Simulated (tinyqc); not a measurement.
Against doping: dopants and charged point defects at anneal temperature: Fermi-level effect, clustering and pairing. Computed by tinyqc, a small Python program. Command: `OMP_NUM_THREADS=1 python tinyqc.py 3015202 3015203 out.jsonl pairing walk`. One thread of a shared host (Intel(R) Xeon(R) Processor @ 2.30GHz), about 0.03 s of CPU time with the checks.

Boltzmann statistics and full ionisation of active dopants. Energies are counted from the valence band; the defect (a vacancy or self-interstitial) has five charge states, with all degeneracy factors one.

Inputs (values chosen for the exercise, with bands modelled on GaAs):

| quantity | value | unit |
|---|---|---|
| gap at 0 K E_g0 | 1.51 | eV |
| Varshni alpha | 0.00052 | eV/K |
| Varshni beta | 207 | K |
| electron mass m_e | 0.0695 | m_0 |
| valleys M_c | 1 | - |
| hole mass m_h | 0.534 | m_0 |
| anneal temperature T | 1090 | K |
| total dopant density N | 2.1e+19 | cm^-3 |
| formation enthalpy of the neutral defect H_f | 2.96 | eV |
| formation entropy S_f | 4.9 | k_B |
| site density N_s | 2.8e+22 | cm^-3 |
| dopant atoms per cluster k | 3 | - |
| cluster binding energy E_b | 1.99 | eV |

Dopant: donor. Second part: clustering of the dopant.

defect levels as fractions of E_g(T): (2+/+), (+/0), (0/-), (-/2-): 0.13  0.29  0.41  0.77

Constants: m_0 = 9.1093837015e-31 kg; k_B = 1.380649e-23 J/K; h = 6.62607015e-34 J s; k_B = 8.617333262e-05 eV/K.

Method:
- E_g = E_g0 - alpha T^2/(T + beta).
- N_c = 2 M_c (2 pi m_e k_B T/h^2)^(3/2) and N_v = 2 (2 pi m_h k_B T/h^2)^(3/2), masses in units of m_0.
- n_i = sqrt(N_c N_v) exp(-E_g/2 k_B T); E_i = E_g/2 + (k_B T/2) ln(N_v/N_c).
- n = A/2 + sqrt(A^2/4 + n_i^2) for an active density A.
- k ionised dopants and k carriers form one neutral cluster: C = N_s (A/N_s)^k (n/N_b)^k exp(E_b/k_B T), N_b the effective density of states of the majority band, and N = A + k C (60 bisections in ln A between ln N - 90 and ln N).
- chi = n/n_i (for acceptors n_i/p); E_F = E_i + k_B T ln chi; field enhancement h = 1 + A/sqrt(A^2 + 4 n_i^2).
- C_0 = N_s exp(S_f/k_B) exp(-H_f/k_B T). Ratios to the neutral state at E_F = E_i: r_+ = exp((E(+/0) - E_i)/k_B T), r_2+ = r_+ exp((E(2+/+) - E_i)/k_B T), r_- = exp((E_i - E(0/-))/k_B T), r_2- = r_- exp((E_i - E(-/2-))/k_B T); at other E_F state q scales as chi^(-q). The enhancement is sum r_q chi^(-q)/sum r_q. The charge on the defects is left out of neutrality.
- chi = n/n_i; h = 1 + A/sqrt(A^2 + 4 n_i^2); the dopant diffusivity over its intrinsic value is D/D_i = enhancement x h x A/N, if every charge state carries the dopant equally well.

E_g = 1.03366 eV

k_B T = 0.0939289 eV

n_i = 5.99145e+16 cm^-3

E_i = 0.660476 eV

effective density of states N_b of the majority band = 3.18425e+18 cm^-3

neutral defects C_0 = 7.74815e+10 cm^-3

Charge states:

| state | ratio r | intrinsic (cm^-3) | doped (cm^-3) |
|---|---|---|---|
| 2+ | 7.93743e-05 | 6.15004e+06 | 4.75132e+03 |
| + | 2.14873e-02 | 1.66487e+09 | 4.62753e+07 |
| 0 | 1.00000e+00 | 7.74815e+10 | 7.74815e+10 |
| - | 1.24252e+01 | 9.62722e+11 | 3.46364e+13 |
| 2- | 2.93808e+00 | 2.27647e+11 | 2.94662e+14 |

Trend at the anneal temperature:

| N (cm^-3) | active A (cm^-3) | chi | defect enhancement | mean charge | D/D_i |
|---|---|---|---|---|---|
| 1.80e+15 | 1.8000e+15 | 1.015 | 1.0169e+00 | -1.1191 | 1.03 |
| 6.30e+15 | 6.3000e+15 | 1.054 | 1.0607e+00 | -1.1279 | 1.12 |
| 2.20e+16 | 2.2000e+16 | 1.200 | 1.2307e+00 | -1.1585 | 1.45 |
| 7.80e+16 | 7.8000e+16 | 1.844 | 2.0700e+00 | -1.2644 | 3.20 |
| 2.70e+17 | 2.6992e+17 | 4.717 | 7.6283e+00 | -1.5150 | 14.60 |
| 9.70e+17 | 8.8083e+17 | 14.769 | 5.0376e+01 | -1.7752 | 91.07 |
| 3.40e+18 | 1.4723e+18 | 24.615 | 1.2737e+02 | -1.8525 | 110.13 |
| 1.20e+19 | 1.9398e+18 | 32.407 | 2.1295e+02 | -1.8840 | 68.78 |
| 4.20e+19 | 2.4375e+18 | 40.707 | 3.2807e+02 | -1.9055 | 38.06 |

What does the comparison show, and why?

Well below n_i = 5.99e16 cm^-3 chi and the enhancement are near 1. At any doping d ln(enhancement)/d ln chi equals minus the mean charge, which goes from -1.12 to -1.91 over the rows. Clustering bends A over: its exponent in N falls to 0.18, towards 1/(2k) = 0.167, and D/D_i peaks at N = 3.4e18 cm^-3.

Extremes, crossings and ranges named in words are read from the listed rows.
